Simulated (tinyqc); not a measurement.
Worked calculation: UKS/LDA (VWN5) in the sto-3g basis, for H4, spin multiplicity 3. This run ends on a higher stationary point, not on the lowest solution. One step of it, computed by the program tinyqc.

Question. Orthogonalisation. S = U s U^T; symmetric (Loewdin) form X = U s^(-1/2) U^T, so that X^T S X = 1.

overlap S, order 1H 1s, 2H 1s, 3H 1s, 4H 1s:
$$\begin{pmatrix}
1.000000 & 0.359601 & 0.082175 & 0.045000 \\
0.359601 & 1.000000 & 0.045000 & 0.082175 \\
0.082175 & 0.045000 & 1.000000 & 0.359601 \\
0.045000 & 0.082175 & 0.359601 & 1.000000
\end{pmatrix}$$

Give: eigenvalues of S; X.

Answer.

eigenvalues of S: [0.6032, 0.6776, 1.2324, 1.4868]

X, order 1H 1s, 2H 1s, 3H 1s, 4H 1s:
$$\begin{pmatrix}
1.0558 & -0.1954 & -0.0383 & -0.0020 \\
-0.1954 & 1.0558 & -0.0020 & -0.0383 \\
-0.0383 & -0.0020 & 1.0558 & -0.1954 \\
-0.0020 & -0.0383 & -0.1954 & 1.0558
\end{pmatrix}$$
